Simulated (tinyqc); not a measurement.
Concentration-dependent dopant diffusion with charged defects and the built-in field. Changing the temperature T. Computed by tinyqc, a small Python program. Command: `OMP_NUM_THREADS=1 python tinyqc.py 3029478 3029479 out.jsonl extrinsic sweep`. One thread of a shared host (Intel(R) Xeon(R) Processor @ 2.30GHz), about 0.5 s of CPU time with the checks.

A constant source C_s feeds a half space. The dopant moves through neutral point defects and through charged ones, whose number grows with the majority carrier density n.

Inputs (values chosen for the exercise, modelled on boron in silicon): neutral prefactor D0x = 0.0467 cm^2/s; neutral activation energy E0 = 3.52 eV; singly charged prefactor D01 = 0.958 cm^2/s; activation energy E1 = 3.5 eV; surface concentration C_s = 1.5e+19 1/cm^3; junction level C_B = 1.3e+15 1/cm^3; time t = 65 s.

Field enhancement: on.

Constants: k_B = 8.617333262e-05 eV/K.

Method:
- n_i = 3.87e16 T^1.5 exp(-7014/T) per cm^3 (T in kelvin, an empirical form); each D = prefactor x exp(-E/(k_B T)); the intrinsic diffusivity D_i is their sum.
- Temperatures in kelvin are T(C) + 273.15.
- n = C/2 + sqrt(C^2/4 + n_i^2); D(C) = h [Dx + D1 (n/n_i)], h = 1 + C/sqrt(C^2 + 4 n_i^2).
- With y = x/sqrt(D_s t), u = C/C_s and q = -(D/D_s) du/dy: du/dy = -q D_s/D, dq/dy = -(y/2) q D_s/D, u(0) = 1. The surface flux q(0) is shot so that u tends to 0 (LSODA, an adaptive multistep solver, relative tolerance 1e-10). Dose Q = 2 q(0) C_s sqrt(D_s t).
- The junction lies where C = C_B.

One run for each value:
```
temperature T (C)  junction depth x_j (nm)  enhancement D_s/D_i  n_i (1/cm^3)  intrinsic diffusivity D_i (cm^2/s)
850                                   8.22               10.295    2.8264e+18                          1.9639e-16
900                                  16.59                7.426    3.9372e+18                          9.1753e-16
950                                  32.00                5.516    5.3521e+18                          3.7791e-15
1000                                 59.19                4.222    7.1191e+18                          1.3927e-14
1050                                105.27                3.338    9.2883e+18                          4.6509e-14
1100                                180.52                2.728    1.1910e+19                          1.4226e-13
1150                                299.18                2.302    1.5037e+19                          4.0225e-13
```

Describe and explain the trends.

Over the rows, junction depth x_j (nm) rises from 8.22 to 299; enhancement D_s/D_i falls from 10.3 to 2.30. The enhancement drops as T rises, because n_i grows relative to C_s.
